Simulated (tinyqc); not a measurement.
# Front-illuminated p-i-n photodiode, quantum efficiency and bandwidth: what changes with what

Light enters through a p layer (0 to xp), a depleted layer (xp to xp + wi) and a thick n substrate, decaying as exp(-al x); one pass, no back reflection. Carriers made in the depleted layer are all collected; those in the neutral layers diffuse.

Inputs (values chosen for the exercise); values close to those of silicon at this wavelength:
- lam = 1000 nm (wavelength)
- al = 62.9 1/cm (absorption coefficient)
- Rf = 0.3 (reflectance of the front face)
- eps_r = 11.3 (relative permittivity)
- xp = 0.18 um (thickness of the front p layer)
- wi = 60 um (thickness of the depleted layer)
- Dn = 6.5 cm^2/s (electron diffusion coefficient in the p layer)
- Ln = 12 um (electron diffusion length in the p layer)
- S = 6e5 cm/s (recombination velocity of the front surface)
- Lp = 0.68 um (hole diffusion length in the thick n substrate)
- ve = 1e7 cm/s (electron drift velocity)
- vh = 6.9e6 cm/s (hole drift velocity)
- dia = 18 um (diameter)
- RL = 50 ohm (load resistance)
- Cp = 70 fF (parasitic capacitance)

Constants: q = 1.602176634e-19 C, h = 6.62607015e-34 J s, c = 299792458 m/s, eps0 = 8.8541878128e-14 F/cm where lengths are in cm. Results are converted to the units shown.

Each table varies one quantity; the others keep the values above.

## Efficiency and bandwidth against the thickness of the depleted layer

k = al Ln, s = S Ln/Dn, e = exp(-al xp); front layer f1 = (k/(k^2 - 1)) {[s + k - e (s cosh(xp/Ln) + sinh(xp/Ln))]/[s sinh(xp/Ln) + cosh(xp/Ln)] - k e}; depleted layer f2 = e (1 - exp(-al wi)); substrate f3 = e exp(-al wi) al Lp/(1 + al Lp); external efficiency (1 - Rf)(f1 + f2 + f3); responsivity = efficiency q lam/(h c). Drift response for pairs made in the depleted layer, a = al wi, g = 1 - exp(-a), u = 2 pi i f, te = wi/ve, th = wi/vh: electrons He = [g - a (exp(-a) - exp(-u te))/(u te - a)]/(u te g), holes Hh = [g - a (1 - exp(-a - u th))/(a + u th)]/(u th g); C = eps0 eps_r pi (dia/2)^2/wi + Cp; total |He + Hh|/sqrt(1 + (2 pi f RL C)^2), for the current of the depleted layer alone. Limits are the frequencies at which each factor falls to 1/sqrt(2); inverse-square sum (f_transit^-2 + f_RC^-2)^(-1/2); the diffusion currents f1 and f3 are left out of the bandwidth.

Efficiency and bandwidth against the thickness of the depleted layer:
```
wi (um)	f2	f1 + f3	responsivity (A/W)	transit limit (GHz)	RC limit (GHz)	3 dB bandwidth (GHz)	inverse-square sum (GHz)	bandwidth x (1 - Rf) f2 (GHz)
7.5	0.04603	0.004836	0.02872	5.876	43.37	5.800	5.823	0.1869
13	0.07843	0.004698	0.04693	3.398	44.24	3.384	3.388	0.1858
21	0.1236	0.004506	0.07233	2.111	44.70	2.107	2.109	0.1823
36	0.2024	0.004170	0.1166	1.239	45.02	1.238	1.239	0.1755
60	0.3140	0.003695	0.1794	0.7509	45.20	0.7507	0.7508	0.1650
100	0.4663	0.003046	0.2650	0.4576	45.31	0.4575	0.4575	0.1494
170	0.6560	0.002238	0.3716	0.2757	45.38	0.2757	0.2757	0.1266
290	0.8377	0.001465	0.4738	0.1667	45.42	0.1667	0.1667	0.09775
480	0.9501	9.860e-4	0.5370	0.1030	45.44	0.1030	0.1030	0.06851
```

What does the comparison show?

As wi goes from 7.5 to 480, the responsivity rises from 0.0287 to 0.537 A/W and the bandwidth falls from 5.80 to 0.103 GHz. The transit limit is the lower one in every row. Adding inverse squares of the two limits is within 0.41 % of the full result. The product of bandwidth and fast efficiency falls from 0.187 to 0.0685 GHz.

## Efficiency and bandwidth against the thickness of the front p layer

Same model as above.

The same in every row: transit limit (GHz) = 0.7509; RC limit (GHz) = 45.20; 3 dB bandwidth (GHz) = 0.7507; inverse-square sum (GHz) = 0.7508.

Efficiency and bandwidth against the thickness of the front p layer:
```
xp (um)	f2	f1 + f3	responsivity (A/W)	bandwidth x (1 - Rf) f2 (GHz)
0.02	0.3143	0.003036	0.1792	0.1652
0.04	0.3143	0.003137	0.1792	0.1652
0.08	0.3142	0.003315	0.1793	0.1651
0.2	0.3140	0.003766	0.1794	0.1650
0.4	0.3136	0.004436	0.1795	0.1648
0.7	0.3130	0.005396	0.1797	0.1645
1	0.3124	0.006338	0.1799	0.1642
3	0.3085	0.01246	0.1812	0.1621
```

As xp goes from 0.02 to 3, the responsivity rises from 0.179 to 0.181 A/W and the bandwidth stays at 0.751 GHz. The transit limit is the lower one in every row. Adding inverse squares of the two limits is within 0.0065 % of the full result.

Computed by the program tinyqc: `OMP_NUM_THREADS=1 python tinyqc.py 2250018 2250019 out.jsonl`, one thread of a shared Intel Xeon 2.30GHz, about 0.01 s for the whole run.
